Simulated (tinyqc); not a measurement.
Lattice vibrations of a chain, step by step. Computed by tinyqc, a small Python program that keeps every step. Command: `OMP_NUM_THREADS=1 python tinyqc.py 29269 29270 out.jsonl` (the two numbers bound the seeds that draw the settings). One thread of a shared host (Intel(R) Xeon(R) Processor @ 2.60GHz), about 0.01 s of CPU time with the checks.

## Dynamical matrix at q = 0.31

A chain moving along its axis:
```
atom,mass (u),spring to the next atom (eV/angstrom^2)
1,57.800000,28.400000
2,79.800000,21.600000
3,54.800000,21.800000
4,38.900000,11.400000
```

q is in units of 2 pi/a. A spring k from atom i to atom j, n cells on, adds k to Phi_ii and Phi_jj, -k exp(2 pi i q n) to Phi_ij and the conjugate to Phi_ji (for one atom a cell: 2k (1 - cos 2 pi q n)); D_ij = Phi_ij / sqrt(m_i m_j).

D(q) (eV/(angstrom^2 u)), lower triangle (Hermitian):
```
,1,2,3,4
1,0.688581
2,-0.418170,0.626566
3,0.000000,-0.326634,0.791971
4,0.088504-0.223535i,0.000000,-0.472162,0.853470
```

## Frequencies

omega^2 are the eigenvalues; wavenumber = 521.4708 sqrt(eigenvalue) 1/cm.

eigenvalues: 0.071648  0.384981  1.080669  1.423292

wavenumbers (1/cm): 139.6  323.6  542.1  622.1

weights |e|^2 of the mass-weighted modes:
```
,mode 1,mode 2,mode 3,mode 4
atom 1,0.246612,0.255280,0.397868,0.100240
atom 2,0.393749,0.147219,0.325893,0.133140
atom 3,0.231356,0.271835,0.106127,0.390683
atom 4,0.128284,0.325666,0.170111,0.375938
```

## Dispersion and heat capacity

C/k_B per atom = mean over q = (j + 1/2)/80, j = 0..39 and all branches of y^2 e^y/(e^y - 1)^2, y = hc wavenumber / k_B T.

Wavenumbers (1/cm):
```
q,branch 1,branch 2,branch 3,branch 4
0.000000,0.000000,398.337974,491.274642,636.438885
0.062500,29.003687,393.475163,495.134415,635.811578
0.125000,57.829444,380.792554,504.818478,633.947521
0.187500,86.268490,363.456359,517.196785,630.906553
0.250000,114.028898,343.626457,530.189727,626.813762
0.312500,140.613320,322.715390,542.567215,621.917888
0.375000,164.973224,302.209425,553.329845,616.731507
0.437500,184.447383,284.982805,561.164087,612.321158
0.500000,192.723113,277.446666,564.168451,610.469883
```

Heat capacity:
```
T (K),C/k_B per atom
20,0.049532
50,0.126616
100,0.254865
200,0.531361
300,0.717701
600,0.911460
1200,0.976411
```

zero-point energy per atom = 24.872724 meV
